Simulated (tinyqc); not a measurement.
Angle of incidence: thin-film optics by transfer matrices.

Indices N = n + i k. Snell: N0 sin(theta) = N_j sin(theta_j), with Im(N_j cos theta_j) >= 0. Admittance y_j = N_j cos theta_j for s and N_j/cos theta_j for p. Phase delta_j = 2 pi N_j cos theta_j d_j/lambda. Layer matrix [[cos delta, -i sin delta/y], [-i y sin delta, cos delta]], multiplied from the top down to M. (B, C) = M (1, y_sub); r = (y0 B - C)/(y0 B + C), R = |r|^2, T = 4 Re y0 Re y_sub/|y0 B + C|^2, absorbed in the films 1 - R - T.

Ellipsometry: rho = tan(Psi) exp(i Delta) = -conj(r_p/r_s) with the r of the admittance formula, Delta in 0 to 360 degrees, so that a bare dielectric at small angles gives Delta = 180.

Values chosen for the exercise (indices near those of polySi, SiO2 on Si; shifted at random, so the results belong to these values and not to a real crystal): lam = 365 nm (vacuum wavelength); n0 = 1 (ambient index); n = (4.958, 1.486, 6.454) (n of polySi, SiO2, substrate); k = (2.526, 0, 2.655) (k in the same order); d = (10.5, 22.6) nm (thicknesses, top first).

Both polarisations.

Stack:

| theta (degrees) | R_s | R_p | Psi | Delta |
|---|---|---|---|---|
| 0 | 0.4444 | 0.4444 | 45.00 | 180.00 |
| 15 | 0.4561 | 0.4302 | 44.16 | 179.84 |
| 30 | 0.4926 | 0.3857 | 41.50 | 179.20 |
| 45 | 0.5585 | 0.3047 | 36.45 | 177.58 |
| 55 | 0.6219 | 0.2252 | 31.04 | 175.29 |
| 60 | 0.6604 | 0.1766 | 27.35 | 173.35 |
| 65 | 0.7037 | 0.1228 | 22.67 | 170.25 |
| 70 | 0.7521 | 0.0667 | 16.59 | 164.19 |
| 75 | 0.8058 | 0.0193 | 8.80 | 144.59 |
| 80 | 0.8650 | 0.0149 | 7.49 | 44.62 |
| 85 | 0.9298 | 0.1729 | 23.33 | 10.36 |

R_s and R_p agree at normal incidence (0.4444). R_p is lowest at 80 degrees of those listed (0.0149), where R_s = 0.8650; the top film absorbs, so there is only a pseudo-Brewster minimum. R_s rises steadily with the angle.

tinyqc: `OMP_NUM_THREADS=1 python tinyqc.py 1651982 1651983 out.jsonl`; about 0.01 s, one thread, shared Intel(R) Xeon(R) Processor @ 2.30GHz.
